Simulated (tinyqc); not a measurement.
# Polarisation charge from two barrier thicknesses

Question. Voff = phiB - dEc - q sigma d/(eps0 eb). Find sigma, phiB - dEc and the thickness at which Voff = 0.

Constants: q = 1.602176634e-19 C, eps0 = 8.8541878128e-14 F/cm where lengths are in cm. Results are converted to the units shown.

Voff at d = 15 and 35 nm (V): -3.7303329  -9.6822433
eb = 9.36

Answer. Voff is a straight line in d: its slope is -q sigma/(eps0 eb) and its intercept phiB - dEc.

sigma = 1.539e13 cm^-2
phiB - dEc = 0.7336 V
thickness for Voff = 0 = 2.465 nm

tinyqc, about 0.01 s, one thread, Intel Xeon 2.30GHz (shared host): `OMP_NUM_THREADS=1 python tinyqc.py 2180024 2180025 out.jsonl`
